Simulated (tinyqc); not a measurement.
Worked calculation: FCI on RHF in the 6-311g basis, for H2, spin multiplicity 1. One step of it, computed by the program tinyqc.

Task: FCI: roots. Diagonalise (each vector has its largest component positive (the first on a tie)); all determinants have Ms = 0, so triplets appear too. The lowest singlet root is the correlation energy.

Occupation strings over the orbitals (2 doubly, a alpha, b beta, 0 empty; spin orbitals ordered 1a 1b 2a 2b ...): 200000 a0b000 a000b0 b0a000 b000a0 020000 0a0b00 0a000b 002000 00a0b0 0b0a00 000200 000a0b 00b0a0 000020 0b000a 000b0a 000002

H - E(HF) between determinants (hartree):
```
,200000,a0b000,a000b0,b0a000,b000a0,020000,0a0b00,0a000b,002000,00a0b0,0b0a00,000200,000a0b,00b0a0,000020,0b000a,000b0a,000002
200000,0.000000,0.000000,0.000000,0.000000,0.000000,0.046303,-0.062932,-0.028694,0.054680,0.051645,0.062932,0.105213,0.066989,-0.051645,0.089882,0.028694,-0.066989,0.096892
a0b000,0.000000,0.588912,-0.060589,-0.054680,-0.051645,0.022938,0.029803,0.028835,0.098093,-0.040158,0.008397,-0.040876,-0.051491,-0.073065,-0.046066,-0.013805,0.030269,-0.049429
a000b0,0.000000,-0.060589,2.478684,-0.051645,-0.089882,0.000378,0.002707,0.079490,-0.040158,-0.002405,-0.004073,-0.023236,-0.135838,0.046066,-0.032419,-0.023648,0.055379,-0.136002
b0a000,0.000000,-0.054680,-0.051645,0.588912,-0.060589,-0.022938,0.008397,-0.013805,-0.098093,-0.073065,0.029803,0.040876,0.030269,-0.040158,0.046066,0.028835,-0.051491,0.049429
b000a0,0.000000,-0.051645,-0.089882,-0.060589,2.478684,-0.000378,-0.004073,-0.023648,0.040158,0.046066,0.002707,0.023236,0.055379,-0.002405,0.032419,0.079490,-0.135838,0.136002
020000,0.046303,0.022938,0.000378,-0.022938,-0.000378,1.161508,0.163201,0.032618,0.039696,0.002383,-0.163201,0.053276,0.002807,-0.002383,0.010436,-0.032618,-0.002807,0.020074
0a0b00,-0.062932,0.029803,0.002707,0.008397,-0.004073,0.163201,1.416844,-0.204561,0.017686,-0.019718,-0.053276,0.105065,-0.042666,0.006856,-0.015955,-0.002807,-0.012804,-0.033698
0a000b,-0.028694,0.028835,0.079490,-0.013805,-0.023648,0.032618,-0.204561,3.158121,0.000151,0.009897,-0.002807,-0.042666,0.058143,0.007077,-0.024634,-0.020074,0.033698,-0.029632
002000,0.054680,0.098093,-0.040158,-0.098093,0.040158,0.039696,0.017686,0.000151,1.376725,-0.137000,-0.017686,0.025902,0.020158,0.137000,0.037347,-0.000151,-0.020158,0.032919
00a0b0,0.051645,-0.040158,-0.002405,-0.073065,0.046066,0.002383,-0.019718,0.009897,-0.137000,3.070775,0.006856,0.007861,0.060714,-0.037347,-0.048179,0.007077,-0.024003,0.086662
0b0a00,0.062932,0.008397,-0.004073,0.029803,0.002707,-0.163201,-0.053276,-0.002807,-0.017686,0.006856,1.416844,-0.105065,-0.012804,-0.019718,0.015955,-0.204561,-0.042666,0.033698
000200,0.105213,-0.040876,-0.023236,0.040876,0.023236,0.053276,0.105065,-0.042666,0.025902,0.007861,-0.105065,1.754371,-0.136564,-0.007861,0.039873,0.042666,0.136564,0.089604
000a0b,0.066989,-0.051491,-0.135838,0.030269,0.055379,0.002807,-0.042666,0.058143,0.020158,0.060714,-0.012804,-0.136564,3.564816,-0.024003,0.065010,0.033698,-0.089604,-0.020098
00b0a0,-0.051645,-0.073065,0.046066,-0.040158,-0.002405,-0.002383,0.006856,0.007077,0.137000,-0.037347,-0.019718,-0.007861,-0.024003,3.070775,0.048179,0.009897,0.060714,-0.086662
000020,0.089882,-0.046066,-0.032419,0.046066,0.032419,0.010436,-0.015955,-0.024634,0.037347,-0.048179,0.015955,0.039873,0.065010,0.048179,4.999683,0.024634,-0.065010,0.246636
0b000a,0.028694,-0.013805,-0.023648,0.028835,0.079490,-0.032618,-0.002807,-0.020074,-0.000151,0.007077,-0.204561,0.042666,0.033698,0.009897,0.024634,3.158121,0.058143,0.029632
000b0a,-0.066989,0.030269,0.055379,-0.051491,-0.135838,-0.002807,-0.012804,0.033698,-0.020158,-0.024003,-0.042666,0.136564,-0.089604,0.060714,-0.065010,0.058143,3.564816,0.020098
000002,0.096892,-0.049429,-0.136002,0.049429,0.136002,0.020074,-0.033698,-0.029632,0.032919,0.086662,0.033698,0.089604,-0.020098,-0.086662,0.246636,0.029632,0.020098,5.568509
```

Give: lowest roots of this matrix, relative to E(HF); lowest vectors; <S^2> of these roots; weight of the ground state by excitation level 0, 1, 2, ....

Result:

lowest roots of this matrix, relative to E(HF) (hartree): -0.0258  0.5205  0.6056  1.0327  1.3405  1.3742  1.5043  1.8245

lowest vectors:
```
,root 1,root 2,root 3,root 4
200000,0.9921,0.0000,0.0009,0.0766
a0b000,-0.0027,0.7043,0.6919,0.0046
a000b0,-0.0045,0.0420,0.0037,0.0003
b0a000,0.0027,0.7043,-0.6919,-0.0046
b000a0,0.0045,0.0420,-0.0037,-0.0003
020000,-0.0490,0.0000,-0.0407,0.8684
0a0b00,0.0525,-0.0330,-0.0147,-0.3370
0a000b,0.0119,-0.0079,-0.0111,-0.0437
002000,-0.0393,0.0000,-0.1847,-0.0900
00a0b0,-0.0168,0.0308,-0.0205,-0.0128
0b0a00,-0.0525,-0.0330,0.0147,0.3370
000200,-0.0643,0.0000,0.0614,0.0218
000a0b,-0.0196,0.0054,0.0231,-0.0038
00b0a0,0.0168,0.0308,0.0205,0.0128
000020,-0.0156,0.0000,0.0135,-0.0061
0b000a,-0.0119,-0.0079,0.0111,0.0437
000b0a,0.0196,0.0054,-0.0231,0.0038
000002,-0.0142,0.0000,0.0141,-0.0099
```

<S^2> of these roots: 0.0000  2.0000  0.0000  0.0000  2.0000  0.0000  0.0000  0.0000

weight of the ground state by excitation level 0, 1, 2, ...: 0.9843  0.0001  0.0157
